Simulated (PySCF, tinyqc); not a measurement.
Coupled-perturbed Hartree-Fock on RHF in the sto-6g basis, for H4, spin multiplicity 1, step by step. The lowest restricted solution is unstable here: a spin-polarised one lies 0.0496 hartree lower (PySCF). The polarisability along this axis is zero because the basis has no function that the field can mix in; the real value is not. One step of it, computed by the program tinyqc.

Question. Iteration 3 (converged): orbitals. Diagonalise F' = X^T F X, C = X C', fill 2 alpha and 2 beta electrons from the bottom; D = 2 C_occ C_occ^T. Each column has its largest component positive (the first on a tie).

converged F (hartree):
```
           1H 1s      2H 1s      3H 1s      4H 1s
1H 1s  -0.294982  -0.314679  -0.503730  -0.272831
2H 1s  -0.314679  -0.294982  -0.272831  -0.503730
3H 1s  -0.503730  -0.272831  -0.294982  -0.314679
4H 1s  -0.272831  -0.503730  -0.314679  -0.294982
```

X:
```
           1H 1s      2H 1s      3H 1s      4H 1s
1H 1s   1.171516  -0.224154  -0.282104   0.019074
2H 1s  -0.224154   1.171516   0.019074  -0.282104
3H 1s  -0.282104   0.019074   1.171516  -0.224154
4H 1s   0.019074  -0.282104  -0.224154   1.171516
```

Give: F' = X^T F X; orbital energies; coefficients C; D after iteration 3.

Answer.

F' = X^T F X (hartree):
```
        1       2       3       4
1   0.016  -0.218  -0.467   0.020
2  -0.218   0.016   0.020  -0.467
3  -0.467   0.020   0.016  -0.218
4   0.020  -0.467  -0.218   0.016
```

orbital energies (hartree): MO1 -0.649, MO2 -0.253, MO3 0.245, MO4 0.722

coefficients C:
```
         MO1     MO2     MO3     MO4
1H 1s  0.342   0.547   0.605   0.848
2H 1s  0.342  -0.547   0.605  -0.848
3H 1s  0.342   0.547  -0.605  -0.848
4H 1s  0.342  -0.547  -0.605   0.848
```

D after iteration 3:
```
        1H 1s   2H 1s   3H 1s   4H 1s
1H 1s   0.833  -0.365   0.833  -0.365
2H 1s  -0.365   0.833  -0.365   0.833
3H 1s   0.833  -0.365   0.833  -0.365
4H 1s  -0.365   0.833  -0.365   0.833
```
